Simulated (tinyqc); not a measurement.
Standing waves and exposure in a photoresist film: one step. Interface coefficients. Four cases, with inputs chosen for the exercise.

Problem. Form N1, r01, t01 and r12.

Normal incidence from air. Unexposed resist: N1 = n1 + i k1 with k1 = (A + B) lam/(4 pi), lam in micrometres. r01 = (1 - N1)/(1 + N1), t01 = 2/(1 + N1). Below the resist lie the layer Na = na + i ka and the substrate Ns = ns + i ks: r12 = (r1a + ras x)/(1 + r1a ras x), x = exp(4 pi i Na da/lam), r1a = (N1 - Na)/(N1 + Na), ras = (Na - Ns)/(Na + Ns). With p = exp(2 pi i N1 d/lam), the field at depth z is E(z) = t01 [exp(2 pi i N1 z/lam) + r12 p^2 exp(-2 pi i N1 z/lam)]/(1 + r01 r12 p^2), the relative intensity I(z) = n1 |E(z)|^2 and the reflectance R = |(r01 + r12 p^2)/(1 + r01 r12 p^2)|^2.

Give: N1; r01; t01; r12; |r12|^2.

Case 1.

Values chosen (a resist on polySi, indices near tabulated ones; shifted at random, so the results belong to these values and not to a real crystal): lam = 193 nm (vacuum wavelength); n1 = 1.728 (resist index); A = 0.14 1/micrometre (bleachable absorption (Dill A)); B = 0.67 1/micrometre (fixed absorption (Dill B)); d = 137 nm (resist thickness); ns = 0.985 (substrate n); ks = 2.139 (substrate k); na = 1.829 (n of the bottom antireflection layer); ka = 0.359 (its k); da = 77 nm (its thickness).

Solution.

N1 = 1.72800+0.01244i
r01 = -0.2669-0.0033i
t01 = 0.7331-0.0033i
r12 = 0.0063-0.0190i
|r12|^2 = 0.0004

Next to the bottom the intensity swings by a factor ((1 + |r12|)/(1 - |r12|))^2 = 1.08 between antinode and node; without the layer |r12|^2 would be 0.4232.

Case 2.

Values chosen (a resist on Si, indices near tabulated ones; shifted at random, so the results belong to these values and not to a real crystal): lam = 193 nm (vacuum wavelength); n1 = 1.709 (resist index); A = 0.09 1/micrometre (bleachable absorption (Dill A)); B = 1.07 1/micrometre (fixed absorption (Dill B)); d = 191 nm (resist thickness); ns = 0.876 (substrate n); ks = 2.751 (substrate k); na = 1.873 (n of the bottom antireflection layer); ka = 0.335 (its k); da = 31 nm (its thickness).

Solution.

N1 = 1.70900+0.01782i
r01 = -0.2618-0.0049i
t01 = 0.7382-0.0049i
r12 = -0.1132+0.2248i
|r12|^2 = 0.0633

Next to the bottom the intensity swings by a factor ((1 + |r12|)/(1 - |r12|))^2 = 2.8 between antinode and node; without the layer |r12|^2 would be 0.5690.

Case 3.

Values chosen (a resist on Al, indices near tabulated ones; shifted at random, so the results belong to these values and not to a real crystal): lam = 193 nm (vacuum wavelength); n1 = 1.732 (resist index); A = 0.01 1/micrometre (bleachable absorption (Dill A)); B = 1.06 1/micrometre (fixed absorption (Dill B)); d = 204 nm (resist thickness); ns = 0.11 (substrate n); ks = 2.135 (substrate k); na = 1.869 (n of the bottom antireflection layer); ka = 0.307 (its k); da = 36 nm (its thickness).

Solution.

N1 = 1.73200+0.01643i
r01 = -0.2680-0.0044i
t01 = 0.7320-0.0044i
r12 = -0.3848+0.1006i
|r12|^2 = 0.1582

Next to the bottom the intensity swings by a factor ((1 + |r12|)/(1 - |r12|))^2 = 5.39 between antinode and node; without the layer |r12|^2 would be 0.8875.

Case 4.

Values chosen (a resist on W, indices near tabulated ones; shifted at random, so the results belong to these values and not to a real crystal): lam = 365 nm (vacuum wavelength); n1 = 1.703 (resist index); A = 0.86 1/micrometre (bleachable absorption (Dill A)); B = 0.09 1/micrometre (fixed absorption (Dill B)); d = 1103 nm (resist thickness); ns = 3.371 (substrate n); ks = 2.329 (substrate k); na = 1.752 (n of the bottom antireflection layer); ka = 0.318 (its k); da = 43 nm (its thickness).

Solution.

N1 = 1.70300+0.02759i
r01 = -0.2602-0.0076i
t01 = 0.7398-0.0076i
r12 = 0.2597-0.1139i
|r12|^2 = 0.0804

Next to the bottom the intensity swings by a factor ((1 + |r12|)/(1 - |r12|))^2 = 3.21 between antinode and node; without the layer |r12|^2 would be 0.2581.

Computed by tinyqc, one run a case: `OMP_NUM_THREADS=1 python tinyqc.py N N+1 out.jsonl` with N = 1681498, 1681683, 1682165, 1682241; one thread of a shared Intel(R) Xeon(R) Processor @ 2.30GHz, about 0.01 s a run at most.
